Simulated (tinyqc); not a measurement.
# Changing the temperature T

Model: heavy doping: band filling, gap narrowing, band tails and the effective intrinsic density. Computed by tinyqc, a small Python program. Command: `OMP_NUM_THREADS=1 python tinyqc.py 3024889 3024890 out.jsonl gapnarrow sweep`. One thread of a shared host (Intel(R) Xeon(R) Processor @ 2.30GHz), about 0.03 s of CPU time with the checks.

An n-type crystal above its Mott density, with all dopants ionised: n = N_D - N_A, ionised centres N_I = N_D + N_A. Valleys are taken as spherical with mass m_e.

Inputs (values chosen for the exercise, modelled on silicon): gap E_g = 1.14 eV; electron mass m_e = 0.327 m_0; valleys M_c = 6; hole mass m_h = 0.793 m_0; dielectric constant eps = 11.8; donor density N_D = 2.2e+20 cm^-3; compensation ratio N_A/N_D = 0.

Conduction band: parabolic.

Constants: a_0 = 0.529177210903 angstrom; Ry = 13.605693123 eV; k_B = 8.617333262e-05 eV/K; hbar^2/(2 m_0) = 3.80998212 eV angstrom^2; e = 1.602176634e-19 C; eps_0 = 8.8541878128e-12 F/m; e^2/(4 pi eps_0) = 14.39964548 eV angstrom.

Method:
- n = N_D (1 - ratio); Ry* = Ry m_e/eps^2, a* = a_0 eps/m_e; r_s = (3/(4 pi n))^(1/3)/a*; k_F = (3 pi^2 n/M_c)^(1/3); Mott density (0.26/a*)^3.
- n = M_c (1/(2 pi^2)) (m_e/(hbar^2/2m_0))^(3/2) int sqrt(E) f dE, f = 1/(1 + exp((E - E_F)/k_B T)); trapezoid rule in t = sqrt(E/k_B T), step 0.02 up to 12; E_F by bisection from the band edge.
- At T = 0, E_F = (hbar^2/2m_0) k_F^2/m_e; dn/dE_F uses f (1 - f)/k_B T in place of f.
- Screening: q^2 = (e/(eps eps_0)) dn/dE_F. Exchange lowers the conduction band by (1/pi) k_F e^2/(4 pi eps_0 eps) (T = 0 Hartree-Fock at k_F, taken as a rigid shift). Screening raises the valence band by (q/2) e^2/(4 pi eps_0 eps) (static Coulomb hole). The narrowing is the sum; electron correlation and carrier-ion shifts are left out. Root-mean-square potential of randomly placed ions: V_rms = (e^2/(4 pi eps_0 eps)) sqrt(2 pi N_I/q).
- n p/n_i^2 = exp(narrowing/k_B T) x (n/N) exp(-E_F/k_B T), N being the limit of n exp(-E_F/k_B T) far below the edge (taken at E_F = -12 k_B T); apparent narrowing = k_B T ln(n p/n_i^2).

One run for each value; columns: (1) temperature T (K); (2) E_F above the band edge (meV); (3) screening length 1/q (angstrom); (4) apparent narrowing (meV); (5) gap narrowing (meV):
```
(1)     (2)     (3)     (4)     (5)
60   122.90  4.9352   63.77  163.56
83   122.73  4.9386   69.23  163.47
120  122.35  4.9464   76.40  163.28
160  121.78  4.9587   82.54  162.97
220  120.57  4.9863   89.52  162.29
310  117.88  5.0508   96.46  160.73
430  112.48  5.1769  101.48  157.78
600  101.24  5.4099  104.01  152.71
```

What does the table show, and why?

Over the rows, E_F above the band edge (meV) falls from 123 to 101 (exponent d ln y / d ln x -0.0041 between the first rows and -0.32 between the last); screening length 1/q (angstrom) rises from 4.94 to 5.41 (exponent d ln y / d ln x 0.0021 between the first rows and 0.13 between the last); apparent narrowing (meV) rises from 63.8 to 104 (exponent d ln y / d ln x 0.25 between the first rows and 0.074 between the last). At the low end the exponent of screening length 1/q is 0.00, close to 0: degenerate screening does not depend on T.

Caution (all rows): the screening length is well below a*, where static Thomas-Fermi screening overstates the Coulomb hole. Caution (rows 60.0, 83.0, 120, 160, 220, 310): E_F exceeds a tenth of the gap, so the parabolic band overstates it, by tens of per cent once E_F nears E_g; higher valleys may fill as well. Caution (rows 600): V_rms exceeds both E_F and k_B T, so band tails reshape the edge. Caution (rows 600): E_F is less than 2 k_B T above the edge: the T = 0 exchange term overstates the shift, and an absorption edge at k_F has no meaning.
